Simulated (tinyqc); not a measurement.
Solubility, supersaturation, precipitation and gettering of an impurity in a silicon-like host: one step, computed by the program tinyqc.

The wafer was saturated at T1 and is then held at T.

Problem. Solubility, diffusivity, supersaturation. C_eq(T) = N0 exp(S/k_B - H/(k_B T)); D(T) = D0 exp(-Q/(k_B T)); C0 = C_eq(T1). Supersaturation s = C0/C_eq(T); critical radius r* = 2 gamma/(C_p k_B T ln s); barrier W* = (4 pi/3) gamma r*^2. Strain energy is left out.

Inputs (values chosen for the exercise, for a model impurity):
```
quantity                                   value    unit
site density N0                            5e+22  1/cm^3
enthalpy of solution H                      2.49      eV
entropy of solution S                        4.5     k_B
diffusion prefactor D0                   0.00058  cm^2/s
migration energy Q                         0.829      eV
temperature of saturation T1                1425       K
anneal temperature T                        1132       K
impurity density in the precipitate C_p  2.9e+22  1/cm^3
interface energy gamma                      0.21   J/m^2
```

Constants: k_B = 8.617333262e-05 eV/K; k_B = 1.380649e-23 J/K.

Give: C0; C_eq(T); D(T); supersaturation s; critical radius r*; W*/(k_B T).

Solution.

C0 = 7.030e+15 1/cm^3

C_eq(T) = 3.695e+13 1/cm^3

D(T) = 1.182e-07 cm^2/s

supersaturation s = 190.3

critical radius r* = 0.1766 nm

W*/(k_B T) = 1.755

Caution: the barrier to homogeneous nucleation is below 35 k_B T for these inputs, so new precipitates would form and outnumber the fixed sinks assumed here. Caution: a critical radius of atomic size is outside the capillary model.
